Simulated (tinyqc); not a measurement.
From results back to parameters: strained quantum well: band edges, subbands and transparency. Two cases, with inputs chosen for the exercise.

Problem. In a thick strained layer the gaps to heavy and light holes are Ec - E_HH and Ec - E_LH. They were computed from hidden e and Eg.

Growth on (001), barriers unstrained: tr(e) = e (2 - nu2), Z = b e (1 + nu2); Ec = Ev + Eg + ac tr(e), E_HH = Ev + av tr(e) + Z, E_LH = Ev + av tr(e) - Z (coupling to the split-off band left out).

Case 1.

Values chosen (near those of an InGaAs/InP well; shifted at random, so the results belong to these values and not to a real crystal): nu2 = 1.01 (2 C12/C11); ac = -5.9 eV; av = 1.06 eV (Ev moves by av tr(e)); b = -1.88 eV (shear potential).

Ec - E_HH, Ec - E_LH (eV): 0.65687  0.69541

Case 2.

Values chosen (near those of an InGaAs/AlGaAs well; shifted at random, so the results belong to these values and not to a real crystal): nu2 = 0.942 (2 C12/C11); ac = -6.9 eV; av = 1.14 eV (Ev moves by av tr(e)); b = -1.97 eV (shear potential).

Ec - E_HH, Ec - E_LH (eV): 1.27306  1.34345

Find: Z; e; Eg.

Solution. Half of (Ec - E_LH) - (Ec - E_HH) is Z, which gives e; the mean is Eg + (ac - av) tr(e).

Case 1.

Z = 0.0193 eV
e = -0.0051
Eg = 0.641 eV

Case 2.

Z = 0.0352 eV
e = -0.0092
Eg = 1.230 eV

Computed by tinyqc, one run a case: `OMP_NUM_THREADS=1 python tinyqc.py N N+1 out.jsonl` with N = 1282732, 1282752; one thread of a shared Intel(R) Xeon(R) Processor @ 2.30GHz, about 0.02 s a run at most.
